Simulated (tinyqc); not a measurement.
Bias-temperature instability, empirical power law with universal recovery: two steps of the calculation.

Threshold-voltage shift at the end of a stress: dV = A (V/V0)^g exp[-(Ea q/kB)(1/T - 1/T0)] (t/1 s)^n. After a delay tr the permanent share pp stays and the rest falls by r = 1/(1 + B (tr/t)^be). An empirical model: its parameters are fits, not properties.

Inputs (values chosen for the exercise): reference stress voltage V0 = 1.8 V; reference temperature T0 = 373 K; shift after 1 s at V0 and T0 A = 8.6 mV; time exponent n = 0.18; voltage exponent g = 5.2; apparent activation energy of the shift Ea = 0.12 eV; permanent share pp = 0.37; recovery scale B = 5.6; recovery dispersion be = 0.11; use voltage V = 0.8 V; use temperature T = 358 K; failure criterion dc = 30 mV; delay before the measurement tr = 0.001 s.

Constants: q = 1.602176634e-19 C, kB = 1.380649e-23 J/K. Results are converted to the units shown.

Question 1. Shift and lifetime at use conditions. The lifetime solves dV = dc; ten years are 3.15576e8 s.

Give: voltage factor; temperature factor; shift after ten years; lifetime; largest voltage for ten years.

Answer 1.

voltage factor = 0.014745
temperature factor = 0.85520
shift after ten years = 3.6733 mV
lifetime = 1.167e6 years
largest voltage for ten years = 1.1981 V

The device passes: the shift at ten years is below dc. A lifetime beyond 100 years is a far extrapolation of the power law. In time the voltage exponent is g/n = 28.9 and the activation energy Ea/n = 0.667 eV.

Question 2. What a delayed measurement sees. At V0 and T0, measured shift = dV [pp + (1 - pp) r]; the apparent exponent is the slope of ln(shift) against ln t between the first and last point.

t, point 0 to 2 (s): [10, 100, 1000]

Give: dV; share left; measured; apparent n.

Answer 2.

```
point  dV (mV)  share left  measured (mV)
0        13.02      0.5777          7.520
1        19.70      0.6143          12.10
2        29.82      0.6531          19.48
```

apparent n = 0.2066

The delay hides 34.7 % of the last shift and raises the exponent from 0.18 to 0.207, since short stresses recover by a larger share.

tinyqc, about 0.01 s, one thread, Intel Xeon 2.30GHz (shared host): `OMP_NUM_THREADS=1 python tinyqc.py 2070031 2070032 out.jsonl`
